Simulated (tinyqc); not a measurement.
Two-band tight binding of a puckered layer: one step. Expansion about Gamma.

With X = kx ax/2 and Y = ky ay/2: h = t2 + 2 cos(Y) (t1 exp(iX) + t3 exp(-iX)) + t5 exp(2iX), d = 4 t4 cos(X) cos(Y), H = [[d, h], [h*, d]], E = d -/+ |h|.

Values chosen for the exercise (near a published set for monolayer black phosphorus; shifted at random, so the results belong to these values and not to a real crystal): ax = 4.5 angstrom (period along x (armchair)); ay = 3.25 angstrom (period along y (zigzag)); t1 = -1.215 eV (along the zigzag); t2 = 3.719 eV (across the pucker); t3 = -0.202 eV (second in the sheet); t4 = -0.103 eV (same sublattice); t5 = -0.053 eV (far across).

Problem. h = h0 + i chi kx + gx kx^2 + gy ky^2 and d = 4 t4 + ex kx^2 + ey ky^2, with h0 = t2 + 2 t1 + 2 t3 + t5, chi = ax (t1 - t3 + t5), gx = -ax^2 ((t1 + t3)/4 + t5/2), gy = -ay^2 (t1 + t3)/4, ex = -t4 ax^2/2, ey = -t4 ay^2/2. The gap is 2 h0.

Give: h0; gap; chi; gx, gy, ex, ey.

Solution.

h0 = 0.8320 eV
gap = 1.6640 eV
chi = -4.7970 eV angstrom

gx, gy, ex, ey (eV angstrom^2): [7.7102, 3.7418, 1.0429, 0.5440]

Computed by tinyqc, a small Python program: `OMP_NUM_THREADS=1 python tinyqc.py 1482877 1482878 out.jsonl` (the numbers bound the seed that draws the inputs); one thread of a shared host (Intel(R) Xeon(R) Processor @ 2.30GHz), about 0.01 s for the whole set of steps.
